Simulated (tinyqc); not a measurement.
Bandgap voltage reference from two bipolar transistors: output against temperature.

Two transistors of area 1 and N carry the same current I. Is(T) = Is (T/T0)^eta exp[(Vg0 q/kB)(1/T0 - 1/T)], VBE1 = Vt ln(I/Is(T)) + I rb, VBE2 = Vt ln(I/(N Is(T))) + I rb/N. The amplifier forces I R1(T) = VBE1 - VBE2 + Vos, with R(T) = R (1 + tc (T - T0)) for both resistors, and the output is Vref = VBE1 + I R2(T). Base currents and the Early effect are neglected.

Vt = kB T/q; I = (Vt ln N + Vos)/(R1(T) - rb (1 - 1/N)).

Inputs (values chosen for the exercise); values of the order met in silicon bipolar transistors: reference temperature T0 = 300 K; band-gap voltage extrapolated to 0 K Vg0 = 1.171 V; temperature exponent of the saturation current eta = 4.3; saturation current of the unit transistor at T0 Is = 3.2e-16 A; area ratio of the second transistor N = 15; resistor across which the difference of VBE falls, at T0 R1 = 14 kohm; temperature coefficient of both resistors tc = 2000 ppm/K; offset of the amplifier Vos = 0 mV; series resistance of the unit transistor rb = 0 ohm; output resistor at T0 R2 = 141 kohm.

Constants: q = 1.602176634e-19 C, kB = 1.380649e-23 J/K. Results are converted to the units shown.

Output against temperature:

| T (K) | I (uA) | VBE1 (V) | I R2 (V) | Vref (V) | Vref - Vref(T0) (mV) | dVref/dT (uV/K) |
|---|---|---|---|---|---|---|
| 218 | 4.3466 | 0.78418 | 0.51236 | 1.2965 | -15.351 | 246.55 |
| 233 | 4.4848 | 0.75244 | 0.54762 | 1.3001 | -11.830 | 223.16 |
| 253 | 4.6547 | 0.70961 | 0.59462 | 1.3042 | -7.6616 | 194.10 |
| 273 | 4.8103 | 0.66621 | 0.64163 | 1.3078 | -4.0525 | 167.13 |
| 298 | 4.9872 | 0.61124 | 0.70039 | 1.3116 | -0.26950 | 135.95 |
| 323 | 5.1472 | 0.55551 | 0.75914 | 1.3147 | 2.7647 | 107.16 |
| 348 | 5.2926 | 0.49910 | 0.81790 | 1.3170 | 5.1057 | 80.434 |
| 373 | 5.4253 | 0.44204 | 0.87666 | 1.3187 | 6.8013 | 55.489 |
| 398 | 5.5469 | 0.38437 | 0.93541 | 1.3198 | 7.8931 | 32.104 |
| 423 | 5.6588 | 0.32614 | 0.99417 | 1.3203 | 8.4179 | 10.094 |

VBE1 falls by 2.23 mV/K on average and I R2 rises by 2.35 mV/K. The slope of Vref vanishes at T = 435 K. Between 233 and 398 K Vref spans 19.7 mV, or 91.1 ppm/K by the box method (span over the average over T, over 165 K).

Numbers from tinyqc (`OMP_NUM_THREADS=1 python tinyqc.py 2062147 2062148 out.jsonl`; about 0.02 s on one thread of a shared Intel Xeon 2.30GHz).
